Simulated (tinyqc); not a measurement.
Electron-beam lithography: double-Gaussian proximity function, edge placement and dose correction for parallel lines: one step, computed by the program tinyqc. Command: `OMP_NUM_THREADS=1 python tinyqc.py 3111536 3111537 out.jsonl proximity walk`. One thread of a shared host (Intel(R) Xeon(R) Processor @ 2.30GHz), about 0.01 s of CPU time with the checks.

Lines are infinitely long. Absorbed energy is counted so that the middle of a very large area written at dose 1 receives 1; the resist develops where it exceeds 1/2.

Task: Dose correction. Uncorrected edge energies are M 1. Solve M d = 1/2 for the doses d that put the mean edge energy of every line at the threshold.

M:
```
           1          2          3          4          5
1  0.2408151  0.0971559  0.1309891  0.0001832  0.0001919
2  0.0020094  0.3506720  0.1796255  0.0004087  0.0004550
3  0.0009586  0.0539596  0.4829188  0.0022193  0.0031631
4  0.0001055  0.0103319  0.2248707  0.2560697  0.0055848
5  0.0000737  0.0075767  0.2014033  0.0037230  0.2581662
```

Give: edge energies at dose 1; corrected doses; largest over smallest dose.

Result:

edge energies at dose 1: 1 0.4693, 2 0.5332, 3 0.5432, 4 0.4970, 5 0.4709

corrected doses: 1 1.195, 2 0.948, 3 0.914, 4 1.085, 5 1.180

largest over smallest dose = 1.307
